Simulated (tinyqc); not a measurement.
Electron-beam lithography: double-Gaussian proximity function, edge placement and dose correction for parallel lines: one step, computed by the program tinyqc.

Lines are infinitely long. Absorbed energy is counted so that the middle of a very large area written at dose 1 receives 1; the resist develops where it exceeds 1/2.

Task: Shot noise and writing time. With dose = d_s D0: electrons per pixel N = dose x pixel area/e; relative noise 1/sqrt(N); time per cm^2 of pattern area = dose x density/current; pixel rate = current/(dose x pixel area).

Inputs (values chosen for the exercise, of the order of those for 50 keV electrons in resist on silicon): beam current = 17 nA; pixel size = 2 nm; pattern density around the test line = 0.36.

dose = 79.68750 microcoulomb/cm^2

Constants: e = 1.602176634e-19 C.

Give: electrons per pixel; shot noise; writing time per cm^2; pixel rate.

Result:

electrons per pixel = 19.895

shot noise = 22.420 %

writing time per cm^2 = 0.46875 h

pixel rate = 5333.3 MHz
